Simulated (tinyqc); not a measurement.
# Transistor under a ferroelectric capacitor (negative capacitance), static model, step by step

Numbers from tinyqc (`OMP_NUM_THREADS=1 python tinyqc.py 2860038 2860039 out.jsonl`; about 0.02 s on one thread of a shared Intel Xeon 2.30GHz). Printed values are rounded.

A ferroelectric film of thickness tf lies between the gate and an inner metal at potential v, which drives an ordinary transistor. One domain, P = Q (background permittivity neglected): Vg = v + tf (2 al Q + 4 be Q^3), al = -3 sqrt(3) Ec/(4 Pr), be = 3 sqrt(3) Ec/(8 Pr^3). Gate charge Q(v) = Qi + Cp v with the channel charge Qi = Cox n Vt ln(1 + exp((v - VT)/(n Vt))). Q in uC/cm^2, E in kV/cm; 1 nm times 1 kV/cm is 1e-4 V. Domains, leakage and the switching time are left out.

Values chosen for this exercise; Pr and Ec close to those of hafnium oxide based films:
```
symbol,value,unit,meaning
T,273,K,temperature
Pr,10,uC/cm^2,remanent polarisation
Ec,1200,kV/cm,coercive field
Cox,1.8,uF/cm^2,capacitance of the inner oxide
Cp,0.73,uF/cm^2,overlap capacitance per gate area
VT,0.42,V,threshold of the inner transistor
n,1.16,,subthreshold factor of the inner transistor
tf,5.4,nm,ferroelectric thickness
Vg,0.38,V,gate voltage
```

Constants: q = 1.602176634e-19 C, kB = 1.380649e-23 J/K, Vt = kB T/q. Results are converted to the units shown.

## Landau coefficients and capacitance at zero charge

al = -3 sqrt(3) Ec/(4 Pr), be = 3 sqrt(3) Ec/(8 Pr^3); C_FE(0) = 1/(2 al tf); far below threshold the gain is 1/(1 + 2 al tf Cp) near Q = 0 and the swing n Vt ln 10/gain.

al = -155.885 kV cm/uC
be = 0.779423 kV cm^5/uC^3
C_FE(0) = -5.93982 uF/cm^2
gain near Q = 0 = 1.14012
swing = 55.1136 mV/decade

The swing is still above Vt ln 10 = 54.2 mV a decade; without the film it is 62.8.

## Gate voltage against inner potential

v, point 0 to 8 (V): 0  0.1  0.2  0.3  0.4  0.5  0.6  0.7  0.8

Q(v) and Vg(v) as above. C = dQ/dv = Cox/(1 + exp(-(v - VT)/(n Vt))) + Cp; dVg/dv = 1 + C tf (2 al + 12 be Q^2); gain = dv/dVg.

```
point  Q (uC/cm^2)  C (uF/cm^2)    Vg (V)    dVg/dv
0          0.00000     0.730000  0.000000  0.877101
1          0.07300     0.730015  0.087711  0.877118
2          0.14602     0.730567  0.175423  0.877084
3          0.21960     0.751889  0.263047  0.873599
4          0.31127      1.31421  0.347646  0.779389
5          0.51155      2.43889  0.414103  0.592623
6          0.76207      2.52754  0.472447  0.581888
7          1.01500      2.52994  0.530880  0.587236
8          1.26800      2.53000  0.589958  0.594606
```

dVg/dv is positive at all listed points; its smallest value, 0.582, means a gain of 1.72. Minimising dVg/dv over v puts the thickness at which the fold first appears at 12.9 nm.

## Iteration 1: inner potential by Newton steps

v at the start = 0.38 V

f = v + tf (2 al Q + 4 be Q^3) - Vg, f' = 1 + C tf (2 al + 12 be Q^2) with C = Cox/(1 + exp(-(v - VT)/(n Vt))) + Cp; v(new) = v - f/f'.

Q = 0.287605 uC/cm^2
f = -0.0483797 V
f' = 0.820701
v after iteration 1 = 0.438949 V

## Iteration 2: inner potential by Newton steps

As before.

Q = 0.374438 uC/cm^2
f = -0.00400100 V
f' = 0.676358
v after iteration 2 = 0.444865 V

## Course of the iteration: inner potential by Newton steps

Stop when v changes by less than 1e-10 V, or after 30 iterations.

Course of the iteration:
```
iteration     v (V)  |change| (V)
1          0.438949        0.0589
2          0.444865       5.92e-3
3          0.444928       6.28e-5
4          0.444928       6.69e-9
5          0.444928       < 1e-14
```

Converged in 5 iterations. At the end the number of correct digits about doubles with each step. There dVg/dv = 0.662, a gain of 1.51.
